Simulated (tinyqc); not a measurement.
Vibrations of a mass or spring defect in a linear chain. From weight of the highest mode on the defect back to defect mass M'. Computed by tinyqc, a small Python program. Command: `OMP_NUM_THREADS=1 python tinyqc.py 3003697 3003698 out.jsonl localmode inv`. One thread of a shared host (Intel(R) Xeon(R) Processor @ 2.30GHz), about 0.07 s of CPU time with the checks.

A ring of N atoms with nearest-neighbour springs k and motion along the chain. Atom 1 is the defect, of mass M', and its two springs are k'. Odd sites are A (the defect replaces an A atom), even sites B.

Inputs (values chosen for the exercise, for a model chain):

| quantity | value | unit |
|---|---|---|
| spring constant k | 2.58 | eV/angstrom^2 |
| mass M_A | 58 | u |
| mass M_B | 12.4 | u |
| spring ratio k'/k at the defect | 1.4 | - |

Host: diatomic.

Constants: nu for 1 eV/(angstrom^2 u) = 15.6333042 THz.

Method:
- Host bands: lambda from 0 to 2k/M(heavy) and from 2k/M(light) to 2k (1/M_A + 1/M_B).
- nu = 15.6333042 THz x sqrt(lambda), lambda in eV/(angstrom^2 u).
- D_ii = (sum of the two springs at i)/M_i, D_ij = -k_ij/sqrt(M_i M_j) for neighbours, closed into a ring.
- The same matrix for 120 atoms; amplitudes are the mass-weighted eigenvector, in size, relative to the defect, for the highest mode; its weight is the squared component of the normalised eigenvector on the defect.

Problem. A run gave the result below. Find the defect mass M', known to lie between 19 and 69 u.

weight of the highest mode on the defect = 0.2232213

Solution.

Each step takes the trial c = (a f_b - b f_a)/(f_b - f_a), f being the result less the target and a, b, c the logarithms of the listed values; c replaces end b, the old b replaces a if the sign of f changed, and otherwise f_a is halved.

Scan of the range:

| defect mass M' (u) | weight of the highest mode on the defect |
|---|---|
| 19.0 | 0.396831 |
| 23.6 | 0.329072 |
| 29.2 | 0.269537 |
| 36.2 | 0.217720 |
| 44.9 | 0.174248 |
| 55.7 | 0.138609 |
| 69.0 | 0.110019 |

False position (Illinois rule, in the logarithm of the input) inside the bracket:

| step | end a | end b | trial | weight of the highest mode on the defect |
|---|---|---|---|---|
| 1 | 29.2000 | 36.2000 | 35.3835 | 0.222816 |
| 2 | 29.2000 | 35.3835 | 35.2668 | 0.223562 |
| 3 | 35.3835 | 35.2668 | 35.3200 | 0.223221 |
| 4 | 35.2668 | 35.3200 | 35.3200 | 0.223221 |

Weight of the highest mode on the defect falls at every point of a 13-point scan of the range (every second point is shown), so one value fits; it is bracketed by 29.2 and 36.2. Answer: defect mass M' = 35.32 u.
